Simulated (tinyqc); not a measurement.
Oxide trap near a transistor channel: two-state multiphonon kinetics, telegraph noise and bias instability: one step, computed by the program tinyqc.

An n-channel device under positive gate bias. The trap is empty (state 1) or holds an electron (state 2); both states are parabolas of equal curvature, and the electron reservoir is taken at the Fermi level of the channel.

Problem. Step height and noise. Charge-sheet step dV = e (t_ox - x)/(eps_ox eps_0 W L); Lorentzian spectrum S(f) = 4 dV^2 tau_0^2/((tau_c + tau_e)(1 + (2 pi f tau_0)^2)); corner 1/(2 pi tau_0); variance dV^2 f_2 (1 - f_2) = dV^2 tau_0/(tau_c + tau_e).

Inputs (values chosen for the exercise, with an insulator like SiO2 on silicon): insulator constant eps_ox = 3.93; insulator thickness t_ox = 3.8 nm; trap depth x from the interface = 1.5 nm; temperature T = 400 K; channel width W = 65 nm; channel length L = 83 nm; frequency f = 2000 Hz.

Parts treated: one trap.

tau_0 = 267.3452 s

capture time tau_c = 13694.92 s

emission time tau_e = 272.6681 s

Constants: e = 1.602176634e-19 C; eps_0 = 8.8541878128e-12 F/m.

Give: threshold step dV; corner frequency; S(f); root-mean-square noise.

Solution.

threshold step dV = 1.963 mV

corner frequency = 5.953e-04 Hz

S(f) = 6.988e-18 V^2/Hz

root-mean-square noise = 0.2716 mV

f lies above the corner, on the 1/f^2 tail. Random dopants and current percolation, left out here, spread real steps around this value.
